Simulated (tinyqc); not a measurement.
## MOSFET in the linear regime without short-channel effects, parameter extraction from computed curves: extraction methods against the first mobility attenuation factor

Inversion charge Q = Cox n Vt W0(exp((Vg - VT)/(n Vt))), W0 the Lambert function and n = nf; u = Q/Cox; mobility mu = mu0/(1 + th1 u + th2 u^2); channel resistance Rch = (L - dL)/(W mu Q); Id = Vd/(Rch + Rsd/W). Cox = eps0 eox/tox. Small Vd, no channel-length or drain effects.

From the continuous curve Id(Vg): tangent at peak gm (V_ext = Vg - Id/gm); constant current Id = 0.1 uA W/L; peak of d2Id/dVg2; Y = Id/sqrt(gm) drawn through Vg = VT + 0.6 and VT + 0.8 V, with intercept VT_Y and slope s. Mobilities gm,max L/(W Cox Vd) and s^2 L/(W Cox Vd) with the drawn L. Last column: share of Rsd/W in the total resistance at VT + 0.8 V.

Parameters, values chosen for the exercise; channel values of the order met in silicon transistors: temperature T = 300 K; relative permittivity of the gate insulator (close to silicon dioxide) eox = 3.9; insulator thickness tox = 1.1 nm; low-field mobility mu0 = 130 cm^2/(V s); second mobility attenuation factor th2 = 0.07 1/V^2; threshold voltage VT = 0.25 V; body factor nf = 1.37; gate width W = 1 um; drawn gate length L = 0.13 um; drawn less effective length dL = 0.015 um; source plus drain resistance Rsd = 460 ohm um; drain voltage Vd = 0.05 V.

Constants: q = 1.602176634e-19 C, kB = 1.380649e-23 J/K, Vt = kB T/q, eps0 = 8.8541878128e-14 F/cm where lengths are in cm. Results are converted to the units shown.

Extraction methods against the first mobility attenuation factor:

| th1 (1/V) | V_ext (V) | constant current (V) | second derivative (V) | VT_Y (V) | mobility from gm (cm^2/(V s)) | mobility from Y (cm^2/(V s)) | series share (%) |
|---|---|---|---|---|---|---|---|
| 0 | 0.229 | 0.180 | 0.233 | 0.312 | 80.1 | 142 | 52.3 |
| 0.2 | 0.227 | 0.180 | 0.232 | 0.312 | 77.6 | 142 | 49.2 |
| 0.4 | 0.225 | 0.180 | 0.231 | 0.312 | 75.3 | 142 | 46.4 |
| 0.6 | 0.223 | 0.180 | 0.230 | 0.312 | 73.2 | 142 | 43.9 |
| 0.8 | 0.221 | 0.180 | 0.229 | 0.312 | 71.3 | 142 | 41.6 |
| 1 | 0.219 | 0.180 | 0.228 | 0.312 | 69.6 | 142 | 39.6 |
| 1.2 | 0.218 | 0.180 | 0.227 | 0.312 | 67.9 | 142 | 37.8 |

The model has VT = 0.25 V and mu0 = 130 cm^2/(V s). Over the table the extracted thresholds move by 11 mV (tangent), under 0.5 mV (constant current), 5.5 mV (second derivative), under 0.5 mV (Y function). The mobility from gm falls from 80.1 to 67.9 and that from Y stays near 142 cm^2/(V s).

Numbers from tinyqc (`OMP_NUM_THREADS=1 python tinyqc.py 2210117 2210118 out.jsonl`; about 0.01 s on one thread of a shared Intel Xeon 2.30GHz).
